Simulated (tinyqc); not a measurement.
# Strained alloy layer of InAs and AlAs on (001) InP, model-solid band line-up, step by step

tinyqc, about 0.01 s, one thread, Intel Xeon 2.30GHz (shared host): `OMP_NUM_THREADS=1 python tinyqc.py 2690079 2690080 out.jsonl` Printed values are rounded.

The layer is x parts of the first compound and 1 - x of the second, grown coherently on the third as substrate and barrier. Rows of the table: lattice constant a, average valence level Ea on an absolute scale, spin-orbit splitting so, gaps at Gamma, X and L, hydrostatic deformation potentials av and ac (Gamma), shear potential b, elastic constants, electron and heavy-hole (along z) masses. All are interpolated linearly in x; gaps get -C x (1 - x), taken wholly in the conduction band; real line-ups can differ from this model by 0.1 eV or more.

Values chosen for this exercise:
```
symbol  value  unit                                      meaning
x        0.58        fraction of the first compound in the layer
CG        0.7    eV                      bowing of the Gamma gap
CX          0    eV                          bowing of the X gap
CL          0    eV                          bowing of the L gap
```

## Relaxed alloy and strain

Binary compounds, values chosen for the exercise:
```
,close to InAs,close to AlAs,close to InP
a (angstrom),6.058,5.661,5.869
Ea (eV),-6.67,-7.49,-7.04
so (eV),0.382,0.281,0.109
EG (eV),0.353,2.98,1.34
EX (eV),1.39,2.18,2.18
EL (eV),1.06,2.38,1.91
av (eV),0.992,2.45,1.25
ac (eV),-5.06,-5.57,-5.08
b (eV),-1.82,-1.51,-1.69
c11 (GPa),84,124,101
c12 (GPa),45.2,53.7,55.4
me (m0),0.023,0.15,0.079
mh (m0),0.335,0.467,0.53
```

In-plane strain e = (a_substrate - a)/a, e_z = -2 (c12/c11) e, volume change 2 e + e_z.

a = 5.891260 angstrom
Gamma gap = 1.285820 eV
X gap = 1.721800 eV
L gap = 1.614400 eV
e = -0.3778479 %
e_z = 0.3656278 %
volume change = -0.3900679 %

The relaxed alloy has its lowest gap at Gamma (direct). The layer is under compressive in-plane strain.

## Band edges and offsets

In-plane strain e = (a_substrate - a)/a, e_z = -2 (c12/c11) e, volume change 2 e + e_z. With v = 2 e + e_z and d = 2 b (e_z - e): Eav = Ea + av v; E_hh = Eav + so/3 - d/2; E_lh = Eav - so/6 + d/4 + sqrt(so^2 + so d + 9 d^2/4)/2; E_c = Ea + so/3 + EG + ac v (Gamma). Substrate: E_v = Ea + so/3, E_c = E_v + EG. Well depths: dEc = E_c(substrate) - E_c, dEhh = E_hh - E_v(substrate), dElh likewise; strained Gamma gap E_c - max(E_hh, E_lh); positive values confine carriers in the layer.

d = -0.02512650 eV
E_hh = -6.894902 eV
E_lh = -6.919066 eV
E_c = -5.594814 eV
strained Gamma gap = 1.300088 eV
dEc = -0.06885296 eV
dEhh = 0.1087652 eV
dElh = 0.08460113 eV

The heavy-hole band lies on top, by 24.2 meV. At Gamma the line-up is type II, holes in the layer and electrons outside.

## Critical thickness

In-plane strain e = (a_substrate - a)/a. Matthews-Blakeslee for 60-degree dislocations in a single layer: hc = k (ln(hc/bv) + 1), k = bv (1 - nu/4)/(4 pi |e| (1 + nu)), nu = c12/(c11 + c12), bv = a/sqrt(2); the larger root.

nu = 0.3260681
bv = 0.4165750 nm
hc = 32.56485 nm

The layer, Lw = 8.7 nm, is thinner than hc, so it stays coherent by this criterion.
